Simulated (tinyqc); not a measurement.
Coupled-perturbed Hartree-Fock on RHF in the sto-3g basis, for BeH2, spin multiplicity 1, step by step (part 1 of 2). Computed by tinyqc, a small Python program that keeps every step (integrals from PySCF). Settings: charge = 0, multiplicity = 1, basis = sto-3g, method = RHF, energy threshold = 1e-10, iteration cap = 58, orthogonalisation = symmetric, start = core, DIIS depth = 6. Command: `OMP_NUM_THREADS=1 python tinyqc.py 23163 23164 out.jsonl` (the two numbers bound the seeds that draw the settings). One thread of a shared host (Intel(R) Xeon(R) Processor @ 2.60GHz), about 0.2 s of CPU time with the checks. The early iterations of the SCF are left out here.

## One-electron integrals

Geometry (angstrom):
```
atom         x          y         z
Be    0.000000   0.000000  0.000000
H     0.000000   1.528000  0.070000
H     0.000000  -1.588000  0.073000
```

Basis sto-3g: exponents (1/bohr^2) and contraction coefficients of normalised primitives:
```
element  l (shell)   exponent  coefficient
Be           s (1)  30.167871     0.154329
Be           s (1)   5.495115     0.535328
Be           s (1)   1.487193     0.444635
Be           s (2)   1.314833    -0.099967
Be           s (2)   0.305539     0.399513
Be           s (2)   0.099371     0.700115
Be           p (3)   1.314833     0.155916
Be           p (3)   0.305539     0.607684
Be           p (3)   0.099371     0.391957
H            s (1)   3.425251     0.154329
H            s (1)   0.623914     0.535328
H            s (1)   0.168855     0.444635
```

Overlap, kinetic and nuclear-attraction integrals over the contracted functions; the nuclear repulsion is the sum of Za Zb / Rab.

nuclear repulsion = 2.88518894 hartree

overlap S:
```
           1Be 1s    1Be 2s   1Be 2px    1Be 2py   1Be 2pz     2H 1s      3H 1s
1Be 1s   1.000000  0.259517  0.000000   0.000000  0.000000  0.045811   0.040165
1Be 2s   0.259517  1.000000  0.000000   0.000000  0.000000  0.385750   0.363502
1Be 2px  0.000000  0.000000  1.000000   0.000000  0.000000  0.000000   0.000000
1Be 2py  0.000000  0.000000  0.000000   1.000000  0.000000  0.466844  -0.446887
1Be 2pz  0.000000  0.000000  0.000000   0.000000  1.000000  0.021387   0.020543
2H 1s    0.045811  0.385750  0.000000   0.466844  0.021387  1.000000   0.014251
3H 1s    0.040165  0.363502  0.000000  -0.446887  0.020543  0.014251   1.000000
```

kinetic energy T (hartree):
```
            1Be 1s     1Be 2s   1Be 2px    1Be 2py   1Be 2pz      2H 1s      3H 1s
1Be 1s    6.693975  -0.033012  0.000000   0.000000  0.000000  -0.012613  -0.011258
1Be 2s   -0.033012   0.211111  0.000000   0.000000  0.000000   0.043130   0.036349
1Be 2px   0.000000   0.000000  0.660592   0.000000  0.000000   0.000000   0.000000
1Be 2py   0.000000   0.000000  0.000000   0.660592  0.000000   0.135258  -0.119214
1Be 2pz   0.000000   0.000000  0.000000   0.000000  0.660592   0.006196   0.005480
2H 1s    -0.012613   0.043130  0.000000   0.135258  0.006196   0.760032  -0.005678
3H 1s    -0.011258   0.036349  0.000000  -0.119214  0.005480  -0.005678   0.760032
```

nuclear attraction V (hartree):
```
             1Be 1s     1Be 2s    1Be 2px    1Be 2py    1Be 2pz      2H 1s      3H 1s
1Be 1s   -15.239933  -2.075417   0.000000  -0.001023  -0.001219  -0.364730  -0.319521
1Be 2s    -2.075417  -2.968427   0.000000  -0.006486  -0.011290  -1.062305  -0.982622
1Be 2px    0.000000   0.000000  -2.888389   0.000000   0.000000   0.000000   0.000000
1Be 2py   -0.001023  -0.006486   0.000000  -3.072603  -0.000273  -1.253687   1.175816
1Be 2pz   -0.001219  -0.011290   0.000000  -0.000273  -2.888777  -0.058395  -0.054953
2H 1s     -0.364730  -1.062305   0.000000  -1.253687  -0.058395  -2.775340  -0.046601
3H 1s     -0.319521  -0.982622   0.000000   1.175816  -0.054953  -0.046601  -2.724331
```

core Hamiltonian H = T + V (hartree):
```
            1Be 1s     1Be 2s    1Be 2px    1Be 2py    1Be 2pz      2H 1s      3H 1s
1Be 1s   -8.545958  -2.108429   0.000000  -0.001023  -0.001219  -0.377342  -0.330779
1Be 2s   -2.108429  -2.757316   0.000000  -0.006486  -0.011290  -1.019175  -0.946273
1Be 2px   0.000000   0.000000  -2.227797   0.000000   0.000000   0.000000   0.000000
1Be 2py  -0.001023  -0.006486   0.000000  -2.412011  -0.000273  -1.118430   1.056602
1Be 2pz  -0.001219  -0.011290   0.000000  -0.000273  -2.228185  -0.052199  -0.049473
2H 1s    -0.377342  -1.019175   0.000000  -1.118430  -0.052199  -2.015308  -0.052279
3H 1s    -0.330779  -0.946273   0.000000   1.056602  -0.049473  -0.052279  -1.964300
```

## Two-electron integrals

Functions are numbered as in S; the eight-fold symmetry (ij|kl) = (ji|kl) = (kl|ij) leaves the list below.

Two-electron integrals (ij|kl) in chemists' order, unique and non-zero (hartree):
```
(11|11) 2.298831    (21|11) 0.392036    (21|21) 0.079539    (22|11) 0.570988
(22|21) 0.143041    (22|22) 0.417683    (31|31) 0.014607    (32|31) 0.021888
(32|32) 0.092265    (33|11) 0.569578    (33|21) 0.143083    (33|22) 0.417589
(33|33) 0.449859    (41|41) 0.014607    (42|41) 0.021888    (42|42) 0.092265
(43|43) 0.024249    (44|11) 0.569578    (44|21) 0.143083    (44|22) 0.417589
(44|33) 0.401360    (44|44) 0.449859    (51|51) 0.014607    (52|51) 0.021888
(52|52) 0.092265    (53|53) 0.024249    (54|54) 0.024249    (55|11) 0.569578
(55|21) 0.143083    (55|22) 0.417589    (55|33) 0.401360    (55|44) 0.401360
(55|55) 0.449859    (61|11) 0.068323    (61|21) 0.013855    (61|22) 0.025133
(61|33) 0.024959    (61|41) 0.001219    (61|42) 0.002307    (61|44) 0.025493
(61|51) 0.000056    (61|52) 0.000106    (61|54) 0.000024    (61|55) 0.024960
(61|61) 0.002530    (62|11) 0.176141    (62|21) 0.044827    (62|22) 0.143974
(62|33) 0.138391    (62|41) 0.005842    (62|42) 0.036789    (62|44) 0.154973
(62|51) 0.000268    (62|52) 0.001685    (62|54) 0.000760    (62|55) 0.138426
(62|61) 0.008639    (62|62) 0.075842    (63|31) 0.003977    (63|32) 0.018952
(63|43) 0.006259    (63|53) 0.000287    (63|63) 0.006683    (64|11) 0.192720
(64|21) 0.049621    (64|22) 0.166999    (64|33) 0.157118    (64|41) 0.009431
(64|42) 0.057023    (64|44) 0.186556    (64|51) 0.000250    (64|52) 0.001744
(64|54) 0.001062    (64|55) 0.157153    (64|61) 0.009961    (64|62) 0.099750
(64|64) 0.135007    (65|11) 0.008829    (65|21) 0.002273    (65|22) 0.007650
(65|33) 0.007198    (65|41) 0.000250    (65|42) 0.001744    (65|44) 0.007973
(65|51) 0.003989    (65|52) 0.019032    (65|54) 0.006294    (65|55) 0.007773
(65|61) 0.000456    (65|62) 0.004570    (65|64) 0.005879    (65|65) 0.006953
(66|11) 0.344479    (66|21) 0.089199    (66|22) 0.321824    (66|33) 0.298719
(66|41) 0.013190    (66|42) 0.108712    (66|44) 0.367612    (66|51) 0.000604
(66|52) 0.004980    (66|54) 0.003156    (66|55) 0.298864    (66|61) 0.017569
(66|62) 0.218220    (66|64) 0.303878    (66|65) 0.013921    (66|66) 0.774606
(71|11) 0.059890    (71|21) 0.012144    (71|22) 0.022033    (71|33) 0.021884
(71|41) -0.001067   (71|42) -0.002021   (71|44) 0.022342    (71|51) 0.000049
(71|52) 0.000093    (71|54) -0.000021   (71|55) 0.021885    (71|61) 0.002026
(71|62) 0.006394    (71|64) 0.006844    (71|65) 0.000341    (71|66) 0.012609
(71|71) 0.001943    (72|11) 0.162141    (72|21) 0.041304    (72|22) 0.133670
(72|33) 0.128404    (72|41) -0.005363   (72|42) -0.034477   (72|44) 0.144044
(72|51) 0.000247    (72|52) 0.001585    (72|54) -0.000719   (72|55) 0.128437
(72|61) 0.006723    (72|62) 0.035360    (72|64) 0.037769    (72|65) 0.002111
(72|66) 0.074814    (72|71) 0.006977    (72|72) 0.066868    (73|31) 0.003562
(73|32) 0.017218    (73|43) -0.005782   (73|53) 0.000266    (73|63) 0.002342
(73|73) 0.005689    (74|11) -0.180297   (74|21) -0.046446   (74|22) -0.157381
(74|33) -0.148098   (74|41) 0.008613    (74|42) 0.053287    (74|44) -0.175753
(74|51) -0.000232   (74|52) -0.001658   (74|54) 0.001005    (74|55) -0.148132
(74|61) -0.007328   (74|62) -0.038563   (74|64) -0.040167   (74|65) -0.002268
(74|66) -0.081318   (74|71) -0.008150   (74|72) -0.089028   (74|74) 0.121656
(75|11) 0.008288    (75|21) 0.002135    (75|22) 0.007235    (75|33) 0.006808
(75|41) -0.000232   (75|42) -0.001658   (75|44) 0.007548    (75|51) 0.003573
(75|52) 0.017294    (75|54) -0.005816   (75|55) 0.007341    (75|61) 0.000365
(75|62) 0.002141    (75|64) 0.002256    (75|65) 0.002467    (75|66) 0.004616
(75|71) 0.000375    (75|72) 0.004093    (75|74) -0.005331   (75|75) 0.005934
(76|11) 0.008807    (76|21) 0.002180    (76|22) 0.006190    (76|33) 0.006106
(76|41) -0.000006   (76|42) -0.000043   (76|44) 0.006352    (76|51) 0.000027
(76|52) 0.000136    (76|54) -1.27e-06   (76|55) 0.006110    (76|61) 0.000384
(76|62) 0.002168    (76|64) 0.002541    (76|65) 0.000144    (76|66) 0.004942
(76|71) 0.000338    (76|72) 0.002053    (76|74) -0.002456   (76|75) 0.000138
(76|76) 0.000093    (77|11) 0.331784    (77|21) 0.085951    (77|22) 0.312849
(77|33) 0.290641    (77|41) -0.012316   (77|42) -0.104660   (77|44) 0.356831
(77|51) 0.000566    (77|52) 0.004811    (77|54) -0.003043   (77|55) 0.290781
(77|61) 0.013897    (77|62) 0.078721    (77|64) 0.083912    (77|65) 0.004784
(77|66) 0.169820    (77|71) 0.014790    (77|72) 0.203719    (77|74) -0.286502
(77|75) 0.013170    (77|76) 0.004942    (77|77) 0.774606
```

## Orthogonalisation

S = U s U^T; symmetric (Loewdin) form X = U s^(-1/2) U^T, so that X^T S X = 1.

eigenvalues of S: 0.344648  0.439522  0.951486  1.000000  1.003489  1.613154  1.647701

X:
```
            1Be 1s     1Be 2s   1Be 2px    1Be 2py    1Be 2pz      2H 1s      3H 1s
1Be 1s    1.028549  -0.150825  0.000000  -0.000658  -0.000829   0.021008   0.020750
1Be 2s   -0.150825   1.166276  0.000000   0.012779   0.007608  -0.245010  -0.220897
1Be 2px   0.000000   0.000000  1.000000   0.000000   0.000000   0.000000   0.000000
1Be 2py  -0.000658   0.012779  0.000000   1.235070   0.000602  -0.335600   0.313514
1Be 2pz  -0.000829   0.007608  0.000000   0.000602   1.000414  -0.013275  -0.012219
2H 1s     0.021008  -0.245010  0.000000  -0.335600  -0.013275   1.198115  -0.059595
3H 1s     0.020750  -0.220897  0.000000   0.313514  -0.012219  -0.059595   1.173153
```

## Iteration 8 (converged): orbitals

converged F (hartree):
```
            1Be 1s     1Be 2s   1Be 2px    1Be 2py    1Be 2pz      2H 1s      3H 1s
1Be 1s   -4.529633  -1.289664  0.000000  -0.000017   0.001061  -0.235220  -0.206472
1Be 2s   -1.289664  -0.595462  0.000000  -0.007816  -0.007808  -0.350209  -0.331162
1Be 2px   0.000000   0.000000  0.213791   0.000000   0.000000   0.000000   0.000000
1Be 2py  -0.000017  -0.007816  0.000000  -0.148898  -0.000479  -0.307755   0.298432
1Be 2pz   0.001061  -0.007808  0.000000  -0.000479   0.213317  -0.010993  -0.010590
2H 1s    -0.235220  -0.350209  0.000000  -0.307755  -0.010993  -0.244482  -0.015663
3H 1s    -0.206472  -0.331162  0.000000   0.298432  -0.010590  -0.015663  -0.226222
```

Diagonalise F' = X^T F X, C = X C', fill 3 alpha and 3 beta electrons from the bottom; D = 2 C_occ C_occ^T. Each column has its largest component positive (the first on a tie).

F' = X^T F X (hartree):
```
           1          2         3          4          5          6          7
1  -4.420277  -0.699469  0.000000   0.000854   0.000463  -0.010736  -0.001293
2  -0.699469  -0.147120  0.000000   0.006177   0.003180  -0.288958  -0.270354
3   0.000000   0.000000  0.213791   0.000000   0.000000   0.000000   0.000000
4   0.000854   0.006177  0.000000   0.212638   0.000219  -0.389604   0.373511
5   0.000463   0.003180  0.000000   0.000219   0.213944  -0.013782  -0.012964
6  -0.010736  -0.288958  0.000000  -0.389604  -0.013782   0.052314  -0.071288
7  -0.001293  -0.270354  0.000000   0.373511  -0.012964  -0.071288   0.041494
```

orbital energies (hartree): MO1 -4.532992, MO2 -0.419625, MO3 -0.375433, MO4 0.212475, MO5 0.213791, MO6 0.360603, MO7 0.707964

coefficients C:
```
               MO1        MO2        MO3        MO4       MO5        MO6        MO7
1Be 1s    0.991860  -0.211041   0.027072   0.027268  0.000000  -0.227190  -0.010800
1Be 2s    0.031155   0.599878  -0.085004  -0.115122  0.000000   1.051280   0.074174
1Be 2px   0.000000   0.000000   0.000000   0.000000  1.000000   0.000000   0.000000
1Be 2py   0.000122   0.064995   0.491720   0.001632  0.000000  -0.041614   1.220136
1Be 2pz  -0.000036   0.010255  -0.001258   0.992840  0.000000   0.123917   0.004554
2H 1s    -0.003792   0.444801   0.371320   0.056636  0.000000  -0.700777  -0.884460
3H 1s    -0.003811   0.332239  -0.481120   0.059011  0.000000  -0.754101   0.783251
```

D after iteration 8:
```
            1Be 1s     1Be 2s   1Be 2px    1Be 2py    1Be 2pz      2H 1s      3H 1s
1Be 1s    2.058116  -0.195997  0.000000  -0.000568  -0.004467  -0.175159  -0.173842
1Be 2s   -0.195997   0.736099  0.000000  -0.005610   0.012515   0.470289   0.480162
1Be 2px   0.000000   0.000000  0.000000   0.000000   0.000000   0.000000   0.000000
1Be 2py  -0.000568  -0.005610  0.000000   0.492025   0.000096   0.422989  -0.429965
1Be 2pz  -0.004467   0.012515  0.000000   0.000096   0.000214   0.008189   0.008025
2H 1s    -0.175159   0.470289  0.000000   0.422989   0.008189   0.671481  -0.061709
3H 1s    -0.173842   0.480162  0.000000  -0.429965   0.008025  -0.061709   0.683747
```

## Convergence

Stop when the energy changes by less than 1e-10 hartree and every element of the error matrix X^T (F D S - S D F) X is below 3e-06.

Course of the cycle:
```
iteration   E (hartree)     change  largest element of the error matrix
1          -14.79960836          -                             5.56e-01
2          -15.51472287  -7.15e-01                             2.63e-02
3          -15.51564373  -9.21e-04                             2.47e-03
4          -15.51567054  -2.68e-05                             5.97e-04
5          -15.51567208  -1.54e-06                             4.16e-05
6          -15.51567209  -5.49e-09                             5.98e-06
7          -15.51567209  -1.45e-10                             1.85e-06
8          -15.51567209  -1.37e-11                             1.15e-07
```

PySCF RHF in the same basis = -15.51567209 hartree

Converged in 8 iterations.

## Integrals over molecular orbitals

(pq|rs) = sum C_ip C_jq C_kr C_ls (ij|kl), one index at a time.

one-electron integrals over orbitals h = C^T H C (hartree):
```
           1          2          3          4          5          6          7
1  -8.534639   0.207134  -0.027011  -0.027363   0.000000   0.201898   0.008056
2   0.207134  -2.304733  -0.007711   0.014451   0.000000  -0.235808  -0.046879
3  -0.027011  -0.007711  -2.233439  -0.003558   0.000000   0.055025  -0.308069
4  -0.027363   0.014451  -0.003558  -2.224948   0.000000  -0.030301  -0.000701
5   0.000000   0.000000   0.000000   0.000000  -2.227797   0.000000   0.000000
6   0.201898  -0.235808   0.055025  -0.030301   0.000000  -1.896066   0.003057
7   0.008056  -0.046879  -0.308069  -0.000701   0.000000   0.003057  -1.858284
```

Two-electron integrals over orbitals (pq|rs), unique and non-zero (hartree):
```
(11|11) 2.271910    (21|11) -0.185801   (21|21) 0.023547    (22|11) 0.458961
(22|21) -0.005224   (22|22) 0.387507    (31|11) 0.023717    (31|21) -0.002302
(31|22) 0.003806    (31|31) 0.005362    (32|11) -0.001304   (32|21) 0.001913
(32|22) 0.044100    (32|31) 0.010527    (32|32) 0.147675    (33|11) 0.420362
(33|21) -0.002791   (33|22) 0.375450    (33|31) -0.002405   (33|32) -0.036082
(33|33) 0.419419    (41|11) 0.023322    (41|21) -0.002772   (41|22) 0.001544
(41|31) 0.000377    (41|32) -0.000029   (41|33) 0.000851    (41|41) 0.015916
(42|11) -0.012232   (42|21) 0.000820    (42|22) 0.004560    (42|31) -0.000090
(42|32) 0.001108    (42|33) 0.005224    (42|41) 0.014561    (42|42) 0.047082
(43|11) 0.002256    (43|21) -0.000126   (43|22) 0.001690    (43|31) -0.000069
(43|32) 0.007767    (43|33) -0.002849   (43|41) -0.001905   (43|42) -0.004330
(43|43) 0.013713    (44|11) 0.568061    (44|21) -0.007268   (44|22) 0.353735
(44|31) 0.000893    (44|32) -0.000267   (44|33) 0.335271    (44|41) -0.003002
(44|42) -0.016008   (44|43) 0.002559    (44|44) 0.450584    (51|51) 0.015747
(52|51) 0.014814    (52|52) 0.046905    (53|51) -0.001939   (53|52) -0.004348
(53|53) 0.013062    (54|51) -0.001911   (54|52) -0.005101   (54|53) 0.000715
(54|54) 0.024663    (55|11) 0.569184    (55|21) -0.007216   (55|22) 0.354217
(55|31) 0.000892    (55|32) -0.000258   (55|33) 0.335250    (55|41) 0.000767
(55|42) -0.006015   (55|43) 0.001163    (55|44) 0.400911    (55|55) 0.449859
(61|11) -0.190758   (61|21) 0.024541    (61|22) -0.006054   (61|31) -0.003546
(61|32) -0.000483   (61|33) -0.002761   (61|41) -0.001286   (61|42) 0.002241
(61|43) -0.000295   (61|44) -0.006070   (61|55) -0.005615   (61|61) 0.026092
(62|11) 0.132703    (62|21) -0.005919   (62|22) -0.017762   (62|31) 0.000319
(62|32) -0.013391   (62|33) -0.037281   (62|41) 0.002212    (62|42) -0.002751
(62|43) 0.000006    (62|44) 0.063719    (62|55) 0.065550    (62|61) -0.004822
(62|62) 0.081061    (63|11) -0.027194   (63|21) 0.000855    (63|22) -0.023477
(63|31) -0.000572   (63|32) -0.087268   (63|33) 0.029382    (63|41) -0.000305
(63|42) 0.000061    (63|43) -0.007017   (63|44) -0.013636   (63|55) -0.013955
(63|61) 0.000830    (63|62) -0.006207   (63|63) 0.088345    (64|11) 0.011386
(64|21) 0.000173    (64|22) 0.001201    (64|31) 0.000046    (64|32) 0.000516
(64|33) -0.002964   (64|41) 0.015603    (64|42) 0.043737    (64|43) -0.006376
(64|44) -0.001416   (64|55) 0.004793    (64|61) 0.001909    (64|62) 0.013007
(64|63) -0.002778   (64|64) 0.047698    (65|51) 0.016060    (65|52) 0.045762
(65|53) -0.006730   (65|54) -0.003214   (65|65) 0.048841    (66|11) 0.461397
(66|21) -0.006675   (66|22) 0.374285    (66|31) 0.000052    (66|32) -0.009183
(66|33) 0.390402    (66|41) 0.004662    (66|42) 0.013705    (66|43) -0.002596
(66|44) 0.351137    (66|55) 0.353147    (66|61) -0.005950   (66|62) -0.024666
(66|63) 0.011268    (66|64) 0.008486    (66|66) 0.396726    (71|11) -0.008743
(71|21) 0.002473    (71|22) 0.004661    (71|31) 0.009341    (71|32) 0.017041
(71|33) -0.004586   (71|41) -0.000053   (71|42) 0.000064    (71|43) -0.000304
(71|44) -0.000202   (71|55) -0.000179   (71|61) 0.000455    (71|62) -0.000736
(71|63) 0.000231    (71|64) 0.000183    (71|66) -0.001618   (71|71) 0.018290
(72|11) 0.024525    (72|21) -0.000225   (72|22) -0.012070   (72|31) 0.004474
(72|32) -0.038583   (72|33) 0.005388    (72|41) 0.000083    (72|42) -0.002162
(72|43) -0.006283   (72|44) 0.011067    (72|55) 0.011163    (72|61) -0.001043
(72|62) 0.019282    (72|63) 0.059382    (72|64) 0.001104    (72|66) -0.000601
(72|71) 0.008169    (72|72) 0.059324    (73|11) 0.147596    (73|21) -0.004064
(73|22) 0.000546    (73|31) -0.000313   (73|32) -0.001597   (73|33) -0.017458
(73|41) 0.000026    (73|42) -0.008790   (73|43) 0.001988    (73|44) 0.068491
(73|55) 0.068879    (73|61) -0.003448   (73|62) 0.075200    (73|63) -0.019149
(73|64) 0.006522    (73|66) -0.020107   (73|71) -0.001527   (73|72) 0.009382
(73|73) 0.085048    (74|11) 0.000287    (74|21) -0.000175   (74|22) -0.003957
(74|31) -0.001290   (74|32) -0.014396   (74|33) 0.003907    (74|41) 0.000808
(74|42) 0.003990    (74|43) 0.012030    (74|44) -0.000345   (74|55) 0.000018
(74|61) 0.000197    (74|62) 0.001605    (74|63) 0.009391    (74|64) 0.001503
(74|66) 0.001579    (74|71) -0.002234   (74|72) 0.002989    (74|73) 0.000248
(74|74) 0.018481    (75|51) 0.000832    (75|52) 0.004162    (75|53) 0.012816
(75|54) -0.000190   (75|65) 0.001666    (75|75) 0.017018    (76|11) -0.001467
(76|21) 0.001381    (76|22) 0.037143    (76|31) 0.009603    (76|32) 0.133314
(76|33) -0.036911   (76|41) 0.000200    (76|42) 0.001600    (76|43) 0.008817
(76|44) 0.000340    (76|55) 0.000498    (76|61) -0.000725   (76|62) -0.010413
(76|63) -0.089596   (76|64) 0.001320    (76|66) -0.011338   (76|71) 0.015924
(76|72) -0.047604   (76|73) 0.000489    (76|74) -0.012777   (76|76) 0.134167
(77|11) 0.546544    (77|21) -0.007379   (77|22) 0.404880    (77|31) 0.001737
(77|32) 0.015494    (77|33) 0.413030    (77|41) 0.000738    (77|42) 0.001268
(77|43) 0.000784    (77|44) 0.378200    (77|55) 0.377866    (77|61) -0.007598
(77|62) -0.020315   (77|63) -0.007575   (77|64) -0.002887   (77|66) 0.409405
(77|71) 0.000870    (77|72) -0.006797   (77|73) 0.003410    (77|74) -0.001268
(77|76) 0.011319    (77|77) 0.455881
```
